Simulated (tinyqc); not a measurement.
Worked calculation: RKS/LDA (PW92) in the sto-3g basis, for BeH2, spin multiplicity 1. Computed by tinyqc, a small Python program that keeps every step (integrals from PySCF). Settings: charge = 0, multiplicity = 1, basis = sto-3g, energy threshold = 1e-10, iteration cap = 88, orthogonalisation = symmetric, start = Wolfsberg-Helmholz matrix, DIIS depth = 4, DIIS from iteration = 3, damping = 0.5, method = RKS, functional = lda,pw, grid = [10, 14]. Command: `OMP_NUM_THREADS=1 python tinyqc.py 25544 25545 out.jsonl` (the two numbers bound the seeds that draw the settings). One thread of a shared host (Intel(R) Xeon(R) Processor @ 2.60GHz), about 0.6 s of CPU time with the checks. Later iterations appear only in the table of the cycle.

## One-electron integrals

Geometry (angstrom):
```
atom,x,y,z
Be,0.000000,0.000000,0.000000
H,0.000000,1.652000,0.000000
H,0.000000,-1.641000,0.000000
```

Basis sto-3g: exponents (1/bohr^2) and contraction coefficients of normalised primitives:
```
element,l (shell),exponent,coefficient
Be,s (1),30.167871,0.154329
Be,s (1),5.495115,0.535328
Be,s (1),1.487193,0.444635
Be,s (2),1.314833,-0.099967
Be,s (2),0.305539,0.399513
Be,s (2),0.099371,0.700115
Be,p (3),1.314833,0.155916
Be,p (3),0.305539,0.607684
Be,p (3),0.099371,0.391957
H,s (1),3.425251,0.154329
H,s (1),0.623914,0.535328
H,s (1),0.168855,0.444635
```

Overlap, kinetic and nuclear-attraction integrals over the contracted functions; the nuclear repulsion is the sum of Za Zb / Rab.

nuclear repulsion = 2.73188796 hartree

overlap S, lower triangle:
```
,1Be 1s,1Be 2s,1Be 2px,1Be 2py,1Be 2pz,2H 1s,3H 1s
1Be 1s,1.000000
1Be 2s,0.259517,1.000000
1Be 2px,0.000000,0.000000,1.000000
1Be 2py,0.000000,0.000000,0.000000,1.000000
1Be 2pz,0.000000,0.000000,0.000000,0.000000,1.000000
2H 1s,0.035037,0.341179,0.000000,0.426347,0.000000,1.000000
3H 1s,0.035893,0.345061,0.000000,-0.430067,0.000000,0.009648,1.000000
```

kinetic energy T (hartree), lower triangle:
```
,1Be 1s,1Be 2s,1Be 2px,1Be 2py,1Be 2pz,2H 1s,3H 1s
1Be 1s,6.693975
1Be 2s,-0.033012,0.211111
1Be 2px,0.000000,0.000000,0.660592
1Be 2py,0.000000,0.000000,0.000000,0.660592
1Be 2pz,0.000000,0.000000,0.000000,0.000000,0.660592
2H 1s,-0.009963,0.030024,0.000000,0.104053,0.000000,0.760032
3H 1s,-0.010181,0.031089,0.000000,-0.106649,0.000000,-0.004360,0.760032
```

nuclear attraction V (hartree), lower triangle:
```
,1Be 1s,1Be 2s,1Be 2px,1Be 2py,1Be 2pz,2H 1s,3H 1s
1Be 1s,-15.203890
1Be 2s,-2.066063,-2.938843
1Be 2px,0.000000,0.000000,-2.864531
1Be 2py,0.000159,0.001111,0.000000,-3.031520
1Be 2pz,0.000000,0.000000,0.000000,0.000000,-2.864531
2H 1s,-0.277468,-0.900377,0.000000,-1.094495,0.000000,-2.665965
3H 1s,-0.284281,-0.913671,0.000000,1.108065,0.000000,-0.031082,-2.674399
```

core Hamiltonian H = T + V (hartree), lower triangle:
```
,1Be 1s,1Be 2s,1Be 2px,1Be 2py,1Be 2pz,2H 1s,3H 1s
1Be 1s,-8.509915
1Be 2s,-2.099075,-2.727732
1Be 2px,0.000000,0.000000,-2.203939
1Be 2py,0.000159,0.001111,0.000000,-2.370928
1Be 2pz,0.000000,0.000000,0.000000,0.000000,-2.203939
2H 1s,-0.287431,-0.870353,0.000000,-0.990442,0.000000,-1.905933
3H 1s,-0.294462,-0.882582,0.000000,1.001416,0.000000,-0.035442,-1.914367
```

## Two-electron integrals

Functions are numbered as in S; the eight-fold symmetry (ij|kl) = (ji|kl) = (kl|ij) leaves the list below.

Two-electron integrals (ij|kl) in chemists' order, unique and non-zero (hartree):
```
i,j,k,l,(ij|kl)
1,1,1,1,2.298831
2,1,1,1,0.392036
2,1,2,1,0.079539
2,2,1,1,0.570988
2,2,2,1,0.143041
2,2,2,2,0.417683
3,1,3,1,0.014607
3,2,3,1,0.021888
3,2,3,2,0.092265
3,3,1,1,0.569578
3,3,2,1,0.143083
3,3,2,2,0.417589
3,3,3,3,0.449859
4,1,4,1,0.014607
4,2,4,1,0.021888
4,2,4,2,0.092265
4,3,4,3,0.024249
4,4,1,1,0.569578
4,4,2,1,0.143083
4,4,2,2,0.417589
4,4,3,3,0.401360
4,4,4,4,0.449859
5,1,5,1,0.014607
5,2,5,1,0.021888
5,2,5,2,0.092265
5,3,5,3,0.024249
5,4,5,4,0.024249
5,5,1,1,0.569578
5,5,2,1,0.143083
5,5,2,2,0.417589
5,5,3,3,0.401360
5,5,4,4,0.401360
5,5,5,5,0.449859
6,1,1,1,0.052237
6,1,2,1,0.010592
6,1,2,2,0.019218
6,1,3,3,0.019091
6,1,4,1,0.000933
6,1,4,2,0.001767
6,1,4,4,0.019483
6,1,5,5,0.019091
6,1,6,1,0.001478
6,2,1,1,0.148580
6,2,2,1,0.037883
6,2,2,2,0.123523
6,2,3,3,0.118589
6,2,4,1,0.004904
6,2,4,2,0.032163
6,2,4,4,0.133275
6,2,5,5,0.118589
6,2,6,1,0.005581
6,2,6,2,0.058473
6,3,3,1,0.003173
6,3,3,2,0.015556
6,3,4,3,0.005318
6,3,6,3,0.004799
6,4,1,1,0.168064
6,4,2,1,0.043315
6,4,2,2,0.147730
6,4,3,3,0.139057
6,4,4,1,0.007835
6,4,4,2,0.049591
6,4,4,4,0.164924
6,4,5,5,0.139057
6,4,6,1,0.006612
6,4,6,2,0.078849
6,4,6,4,0.108846
6,5,5,1,0.003173
6,5,5,2,0.015556
6,5,5,4,0.005318
6,5,6,5,0.004799
6,6,1,1,0.319519
6,6,2,1,0.082805
6,6,2,2,0.303830
6,6,3,3,0.282583
6,6,4,1,0.011499
6,6,4,2,0.100564
6,6,4,4,0.346005
6,6,5,5,0.282583
6,6,6,1,0.012386
6,6,6,2,0.189356
6,6,6,4,0.269074
6,6,6,6,0.774606
7,1,1,1,0.053514
7,1,2,1,0.010851
7,1,2,2,0.019688
7,1,3,3,0.019557
7,1,4,1,-0.000955
7,1,4,2,-0.001810
7,1,4,4,0.019960
7,1,5,5,0.019557
7,1,6,1,0.001384
7,1,6,2,0.004829
7,1,6,4,0.005364
7,1,6,6,0.010508
7,1,7,1,0.001551
7,2,1,1,0.150904
7,2,2,1,0.038470
7,2,2,2,0.125273
7,2,3,3,0.120280
7,2,4,1,-0.004983
7,2,4,2,-0.032573
7,2,4,4,0.135141
7,2,5,5,0.120280
7,2,6,1,0.004786
7,2,6,2,0.028325
7,2,6,4,0.031599
7,2,6,6,0.066946
7,2,7,1,0.005806
7,2,7,2,0.059889
7,3,3,1,0.003238
7,3,3,2,0.015839
7,3,4,3,-0.005399
7,3,6,3,0.001730
7,3,7,3,0.004946
7,4,1,1,-0.170219
7,4,2,1,-0.043867
7,4,2,2,-0.149447
7,4,3,3,-0.140664
7,4,4,1,0.007970
7,4,4,2,0.050247
7,4,4,4,-0.166857
7,4,5,5,-0.140664
7,4,6,1,-0.005300
7,4,6,2,-0.031489
7,4,6,4,-0.034489
7,4,6,6,-0.074608
7,4,7,1,-0.006863
7,4,7,2,-0.080598
7,4,7,4,0.111085
7,5,5,1,0.003238
7,5,5,2,0.015839
7,5,5,4,-0.005399
7,5,6,5,0.001730
7,5,7,5,0.004946
7,6,1,1,0.005953
7,6,2,1,0.001473
7,6,2,2,0.004184
7,6,3,3,0.004134
7,6,4,1,8.44e-07
7,6,4,2,0.000005
7,6,4,4,0.004282
7,6,5,5,0.004134
7,6,6,1,0.000199
7,6,6,2,0.001267
7,6,6,4,0.001534
7,6,6,6,0.003182
7,6,7,1,0.000203
7,6,7,2,0.001281
7,6,7,4,-0.001544
7,6,7,6,0.000042
7,7,1,1,0.321621
7,7,2,1,0.083345
7,7,2,2,0.305400
7,7,3,3,0.283981
7,7,4,1,-0.011640
7,7,4,2,-0.101305
7,7,4,4,0.347922
7,7,5,5,0.283981
7,7,6,1,0.010319
7,7,6,2,0.066291
7,7,6,4,0.074116
7,7,6,6,0.160695
7,7,7,1,0.012779
7,7,7,2,0.191840
7,7,7,4,-0.272174
7,7,7,6,0.003182
7,7,7,7,0.774606
```

## Orthogonalisation

S = U s U^T; symmetric (Loewdin) form X = U s^(-1/2) U^T, so that X^T S X = 1.

eigenvalues of S: 0.389507  0.473289  0.960507  1.000000  1.000000  1.575644  1.601052

X, lower triangle:
```
,1Be 1s,1Be 2s,1Be 2px,1Be 2py,1Be 2pz,2H 1s,3H 1s
1Be 1s,1.028454
1Be 2s,-0.149123,1.139511
1Be 2px,0.000000,0.000000,1.000000
1Be 2py,0.000135,-0.001916,0.000000,1.193039
1Be 2pz,0.000000,0.000000,0.000000,0.000000,1.000000
2H 1s,0.020592,-0.204664,0.000000,-0.285211,0.000000,1.149213
3H 1s,0.020704,-0.208420,0.000000,0.288790,0.000000,-0.048417,1.152966
```

## Starting guess

The start is the generalised Wolfsberg-Helmholz matrix (K = 1.75) built on H; D = 2 C_occ C_occ^T.

D at the start, lower triangle:
```
,1Be 1s,1Be 2s,1Be 2px,1Be 2py,1Be 2pz,2H 1s,3H 1s
1Be 1s,2.042348
1Be 2s,-0.179083,0.843388
1Be 2px,0.000000,0.000000,0.000000
1Be 2py,-0.001094,0.004427,0.000000,0.876621
1Be 2pz,0.000000,0.000000,0.000000,0.000000,0.000000
2H 1s,-0.198859,0.484700,0.000000,0.421924,0.000000,0.483784
3H 1s,-0.199290,0.483823,0.000000,-0.421073,0.000000,0.080015,0.486920
```

## Iteration 1: exchange-correlation on the grid

Becke grid with 10 radial and 14 angular points per atom, points of zero weight dropped. rho = sum D_ij phi_i phi_j; V_xc,ij = sum w v_xc phi_i phi_j; v_xc is d(rho eps)/d rho.

The 8 grid points with the largest w rho, of 410 (bohr, atomic units):
```
x,y,z,w,rho,eps_xc,v_xc
0.000000,1.852191,0.000000,1.867637,0.088775,-0.381854,-0.498926
0.000000,-1.852191,0.000000,1.827443,0.090104,-0.383598,-0.501222
-0.292133,-0.292133,0.292133,0.097374,0.801108,-0.755312,-0.992130
-0.292133,-0.292133,-0.292133,0.097374,0.801108,-0.755312,-0.992130
0.292133,-0.292133,-0.292133,0.097374,0.801108,-0.755312,-0.992130
0.292133,-0.292133,0.292133,0.097374,0.801108,-0.755312,-0.992130
-0.292133,0.292133,0.292133,0.097374,0.801003,-0.755281,-0.992089
-0.292133,0.292133,-0.292133,0.097374,0.801003,-0.755281,-0.992089
```

electrons on the grid, sum of w rho = 6.046108

E_xc = sum of w rho eps_xc = -3.30558329 hartree

V_xc (hartree), lower triangle:
```
,1Be 1s,1Be 2s,1Be 2px,1Be 2py,1Be 2pz,2H 1s,3H 1s
1Be 1s,-1.435425
1Be 2s,-0.214050,-0.328663
1Be 2px,0.000000,0.000000,-0.299158
1Be 2py,-0.000012,0.000090,0.000000,-0.380618
1Be 2pz,0.000000,0.000000,0.000000,0.000000,-0.299158
2H 1s,-0.028971,-0.121024,0.000000,-0.157891,0.000000,-0.404356
3H 1s,-0.029673,-0.122829,0.000000,0.159985,0.000000,-0.003636,-0.406241
```

## Iteration 1: building the Kohn-Sham matrix

J_ij = sum D_kl (ij|kl); F = H + J + V_xc; E = tr D H + tr D J / 2 + E_xc + E_nn.

Coulomb J (hartree), lower triangle:
```
,1Be 1s,1Be 2s,1Be 2px,1Be 2py,1Be 2pz,2H 1s,3H 1s
1Be 1s,6.380720
1Be 2s,1.238038,2.605613
1Be 2px,0.000000,0.000000,2.543470
1Be 2py,-0.000102,-0.000697,0.000000,2.720012
1Be 2pz,0.000000,0.000000,0.000000,0.000000,2.543470
2H 1s,0.166187,0.808257,0.000000,0.986970,0.000000,2.165950
3H 1s,0.170272,0.819998,0.000000,-0.999013,0.000000,0.026911,2.176578
```

Kohn-Sham matrix F (hartree), lower triangle:
```
,1Be 1s,1Be 2s,1Be 2px,1Be 2py,1Be 2pz,2H 1s,3H 1s
1Be 1s,-3.564620
1Be 2s,-1.075086,-0.450782
1Be 2px,0.000000,0.000000,0.040373
1Be 2py,0.000046,0.000505,0.000000,-0.031534
1Be 2pz,0.000000,0.000000,0.000000,0.000000,0.040373
2H 1s,-0.150214,-0.183120,0.000000,-0.161363,0.000000,-0.144339
3H 1s,-0.153863,-0.185413,0.000000,0.162387,0.000000,-0.012167,-0.144030
```

total energy of this density = -15.38639586 hartree

This density is the starting one.

## Iteration 1: diagonalisation and new density

Diagonalise F' = X^T F X, C = X C', fill 3 alpha and 3 beta electrons from the bottom; D = 2 C_occ C_occ^T; the new density keeps 0.5 of the old one (damping). Each column has its largest component positive (the first on a tie).

F' = X^T F X (hartree), lower triangle:
```
,1,2,3,4,5,6,7
1,-3.461399
2,-0.613700,-0.157819
3,0.000000,0.000000,0.040373
4,0.000098,-0.000984,0.000000,0.155079
5,0.000000,0.000000,0.000000,0.000000,0.040373
6,-0.001640,-0.125476,0.000000,-0.200908,0.000000,-0.017522
7,-0.002644,-0.127905,0.000000,0.203250,0.000000,-0.043507,-0.013944
```

orbital energies (hartree): MO1 -3.572065, MO2 -0.229087, MO3 -0.201359, MO4 0.040373, MO5 0.040373, MO6 0.122660, MO7 0.384245

coefficients C:
```
,MO1,MO2,MO3,MO4,MO5,MO6,MO7
1Be 1s,0.985923,-0.215021,-0.000442,0.000000,0.000000,-0.250047,0.002614
1Be 2s,0.052515,0.588172,0.002008,0.000000,0.000000,1.028175,-0.014211
1Be 2px,0.000000,0.000000,0.000000,0.103638,0.994615,0.000000,0.000000
1Be 2py,-0.000076,-0.002933,0.429610,0.000000,0.000000,0.011083,1.184650
1Be 2pz,0.000000,0.000000,0.000000,0.994615,-0.103638,0.000000,0.000000
2H 1s,-0.008572,0.414609,0.486107,0.000000,0.000000,-0.696199,-0.744126
3H 1s,-0.008639,0.418076,-0.478321,0.000000,0.000000,-0.685824,0.764810
```

D after iteration 1, lower triangle:
```
,1Be 1s,1Be 2s,1Be 2px,1Be 2py,1Be 2pz,2H 1s,3H 1s
1Be 1s,2.039451
1Be 2s,-0.164236,0.770402
1Be 2px,0.000000,0.000000,0.000000
1Be 2py,-0.000181,0.001347,0.000000,0.622884
1Be 2pz,0.000000,0.000000,0.000000,0.000000,0.000000
2H 1s,-0.197245,0.486738,0.000000,0.418583,0.000000,0.650166
3H 1s,-0.197846,0.486398,0.000000,-0.417253,0.000000,-0.019096,0.647114
```

Within a degenerate level the vectors are fixed only up to a rotation; this is one choice.

## Iteration 2: exchange-correlation on the grid

As before.

The 8 grid points with the largest w rho, of 410 (bohr, atomic units):
```
x,y,z,w,rho,eps_xc,v_xc
0.000000,1.852191,0.000000,1.867637,0.084354,-0.375922,-0.491116
0.000000,-1.852191,0.000000,1.827443,0.085940,-0.378074,-0.493949
-0.292133,-0.292133,0.292133,0.097374,0.797129,-0.754134,-0.990571
0.292133,-0.292133,0.292133,0.097374,0.797129,-0.754134,-0.990571
0.292133,-0.292133,-0.292133,0.097374,0.797129,-0.754134,-0.990571
-0.292133,-0.292133,-0.292133,0.097374,0.797129,-0.754134,-0.990571
0.292133,0.292133,0.292133,0.097374,0.797114,-0.754129,-0.990565
-0.292133,0.292133,0.292133,0.097374,0.797114,-0.754129,-0.990565
```

electrons on the grid, sum of w rho = 6.035253

E_xc = sum of w rho eps_xc = -3.32196601 hartree

V_xc (hartree), lower triangle:
```
,1Be 1s,1Be 2s,1Be 2px,1Be 2py,1Be 2pz,2H 1s,3H 1s
1Be 1s,-1.433348
1Be 2s,-0.212074,-0.320251
1Be 2px,0.000000,0.000000,-0.290773
1Be 2py,0.000016,0.000243,0.000000,-0.372011
1Be 2pz,0.000000,0.000000,0.000000,0.000000,-0.290773
2H 1s,-0.028671,-0.121280,0.000000,-0.159534,0.000000,-0.421208
3H 1s,-0.029371,-0.123041,0.000000,0.161565,0.000000,-0.003560,-0.422274
```

## Iteration 2: building the Kohn-Sham matrix

As before.

Coulomb J (hartree), lower triangle:
```
,1Be 1s,1Be 2s,1Be 2px,1Be 2py,1Be 2pz,2H 1s,3H 1s
1Be 1s,6.302292
1Be 2s,1.219149,2.569548
1Be 2px,0.000000,0.000000,2.504658
1Be 2py,-0.000158,-0.000706,0.000000,2.689425
1Be 2pz,0.000000,0.000000,0.000000,0.000000,2.504658
2H 1s,0.163641,0.807453,0.000000,0.990716,0.000000,2.209726
3H 1s,0.167673,0.818707,0.000000,-1.002081,0.000000,0.026568,2.217100
```

Kohn-Sham matrix F (hartree), lower triangle:
```
,1Be 1s,1Be 2s,1Be 2px,1Be 2py,1Be 2pz,2H 1s,3H 1s
1Be 1s,-3.640972
1Be 2s,-1.092000,-0.478435
1Be 2px,0.000000,0.000000,0.009946
1Be 2py,0.000017,0.000648,0.000000,-0.053514
1Be 2pz,0.000000,0.000000,0.000000,0.000000,0.009946
2H 1s,-0.152460,-0.184181,0.000000,-0.159259,0.000000,-0.117415
3H 1s,-0.156161,-0.186917,0.000000,0.160900,0.000000,-0.012435,-0.119541
```

total energy of this density = -15.40425639 hartree

This density is a damped mixture and is not idempotent.

## Iteration 2: diagonalisation and new density

As before.

F' = X^T F X (hartree), lower triangle:
```
,1,2,3,4,5,6,7
1,-3.537740
2,-0.616866,-0.186579
3,0.000000,0.000000,0.009946
4,0.000047,-0.000871,0.000000,0.125613
5,0.000000,0.000000,0.000000,0.000000,0.009946
6,-0.002230,-0.126787,0.000000,-0.199441,0.000000,0.014252
7,-0.003265,-0.129183,0.000000,0.201812,0.000000,-0.044268,0.015310
```

orbital energies (hartree): MO1 -3.648034, MO2 -0.231988, MO3 -0.193322, MO4 0.009946, MO5 0.009946, MO6 0.126174, MO7 0.378027

coefficients C:
```
,MO1,MO2,MO3,MO4,MO5,MO6,MO7
1Be 1s,0.986412,-0.233756,-0.005337,0.000000,0.000000,-0.230486,0.002163
1Be 2s,0.050812,0.670986,0.016855,0.000000,0.000000,0.976121,-0.012384
1Be 2px,0.000000,0.000000,0.000000,-0.573846,0.818963,0.000000,0.000000
1Be 2py,-0.000065,-0.010818,0.489568,0.000000,0.000000,0.007256,1.161139
1Be 2pz,0.000000,0.000000,0.000000,0.818963,0.573846,0.000000,0.000000
2H 1s,-0.008297,0.347664,0.451043,0.000000,0.000000,-0.728229,-0.769412
3H 1s,-0.008357,0.367776,-0.434676,0.000000,0.000000,-0.717950,0.786904
```

D after iteration 2, lower triangle:
```
,1Be 1s,1Be 2s,1Be 2px,1Be 2py,1Be 2pz,2H 1s,3H 1s
1Be 1s,2.047405
1Be 2s,-0.188933,0.838289
1Be 2px,0.000000,0.000000,0.000000
1Be 2py,-0.000239,0.001663,0.000000,0.551236
1Be 2pz,0.000000,0.000000,0.000000,0.000000,0.000000
2H 1s,-0.190483,0.483828,0.000000,0.426347,0.000000,0.649462
3H 1s,-0.190816,0.482220,0.000000,-0.425408,0.000000,-0.077674,0.647829
```

Within a degenerate level the vectors are fixed only up to a rotation; this is one choice.

## Iteration 30 (converged): orbitals

converged F (hartree), lower triangle:
```
,1Be 1s,1Be 2s,1Be 2px,1Be 2py,1Be 2pz,2H 1s,3H 1s
1Be 1s,-3.640822
1Be 2s,-1.092632,-0.481627
1Be 2px,0.000000,0.000000,0.007095
1Be 2py,0.000012,0.000576,0.000000,-0.057276
1Be 2pz,0.000000,0.000000,0.000000,0.000000,0.007095
2H 1s,-0.152549,-0.185447,0.000000,-0.160966,0.000000,-0.121259
3H 1s,-0.156251,-0.188105,0.000000,0.162478,0.000000,-0.012470,-0.122933
```

Diagonalise F' = X^T F X, C = X C', fill 3 alpha and 3 beta electrons from the bottom; D = 2 C_occ C_occ^T. Each column has its largest component positive (the first on a tie).

F' = X^T F X (hartree), lower triangle:
```
,1,2,3,4,5,6,7
1,-3.537455
2,-0.617164,-0.189673
3,0.000000,0.000000,0.007095
4,0.000050,-0.000931,0.000000,0.121918
5,0.000000,0.000000,0.000000,0.000000,0.007095
6,-0.002162,-0.126860,0.000000,-0.199550,0.000000,0.010458
7,-0.003198,-0.129276,0.000000,0.201904,0.000000,-0.044309,0.011998
```

orbital energies (hartree): MO1 -3.647956, MO2 -0.235299, MO3 -0.197062, MO4 0.007095, MO5 0.007095, MO6 0.123007, MO7 0.374557

coefficients C:
```
,MO1,MO2,MO3,MO4,MO5,MO6,MO7
1Be 1s,0.986333,-0.233719,-0.004412,0.000000,0.000000,-0.230882,0.002281
1Be 2s,0.051091,0.670037,0.014060,0.000000,0.000000,0.976796,-0.012913
1Be 2px,0.000000,0.000000,0.000000,-0.596988,0.802250,0.000000,0.000000
1Be 2py,-0.000062,-0.009185,0.489818,0.000000,0.000000,0.008145,1.161042
1Be 2pz,0.000000,0.000000,0.000000,0.802250,0.596988,0.000000,0.000000
2H 1s,-0.008347,0.350093,0.449946,0.000000,0.000000,-0.728154,-0.769024
3H 1s,-0.008406,0.366879,-0.435552,0.000000,0.000000,-0.717275,0.787453
```

D after iteration 30, lower triangle:
```
,1Be 1s,1Be 2s,1Be 2px,1Be 2py,1Be 2pz,2H 1s,3H 1s
1Be 1s,2.054992
1Be 2s,-0.212540,0.903515
1Be 2px,0.000000,0.000000,0.000000
1Be 2py,-0.000152,0.001459,0.000000,0.480013
1Be 2pz,0.000000,0.000000,0.000000,0.000000,0.000000
2H 1s,-0.184083,0.480950,0.000000,0.434353,0.000000,0.650171
3H 1s,-0.184231,0.478538,0.000000,-0.433421,0.000000,-0.134926,0.648753
```

Within a degenerate level the vectors are fixed only up to a rotation; this is one choice.

## Convergence

Stop when the energy changes by less than 1e-10 hartree and every element of the error matrix X^T (F D S - S D F) X is below 3e-06.

Course of the cycle:
```
iteration,E (hartree),change,largest element of the error matrix
1,-15.38639586,-,1.66e-01
2,-15.40425639,-1.79e-02,4.09e-02
3,-15.41317721,-8.92e-03,2.04e-02
4,-15.41762809,-4.45e-03,1.01e-02
5,-15.41985114,-2.22e-03,5.04e-03
6,-15.42096208,-1.11e-03,2.53e-03
7,-15.42151740,-5.55e-04,1.26e-03
8,-15.42179503,-2.78e-04,6.32e-04
9,-15.42193383,-1.39e-04,3.16e-04
10,-15.42200323,-6.94e-05,1.58e-04
11,-15.42203793,-3.47e-05,7.90e-05
12,-15.42205528,-1.73e-05,3.95e-05
13,-15.42206395,-8.67e-06,1.97e-05
14,-15.42206829,-4.34e-06,9.87e-06
...,...,...,...
17,-15.42207209,-5.42e-07,1.23e-06
18,-15.42207236,-2.71e-07,6.17e-07
19,-15.42207249,-1.36e-07,3.08e-07
20,-15.42207256,-6.78e-08,1.54e-07
21,-15.42207259,-3.39e-08,7.71e-08
22,-15.42207261,-1.69e-08,3.86e-08
23,-15.42207262,-8.47e-09,1.93e-08
24,-15.42207263,-4.24e-09,9.64e-09
25,-15.42207263,-2.12e-09,4.82e-09
26,-15.42207263,-1.06e-09,2.41e-09
27,-15.42207263,-5.29e-10,1.20e-09
28,-15.42207263,-2.65e-10,6.02e-10
29,-15.42207263,-1.32e-10,3.01e-10
30,-15.42207263,-6.62e-11,1.51e-10
```

PySCF RKS in the same basis, fine grid = -15.39125351 hartree

Converged in 30 iterations. The coarse grid moves the energy by -3.08e-02 hartree.

## Populations, bond orders and dipole

Mulliken: Z minus the diagonal of D S on the atom; Loewdin: the same with S^(1/2) D S^(1/2); Mayer order: 2 sum_s sum (D(s) S)_ij (D(s) S)_ji over the two atoms.

Charges (e):
```
atom,Mulliken,Loewdin
1Be,-0.015942,-0.014361
2H,0.008305,0.007498
3H,0.007637,0.006862
```

Mayer bond orders:
```
pair,order
2-1,0.975478
3-1,0.975489
3-2,0.024453
```

dipole moment about the origin, x y z (debye): 0.000000  0.003202  0.000000
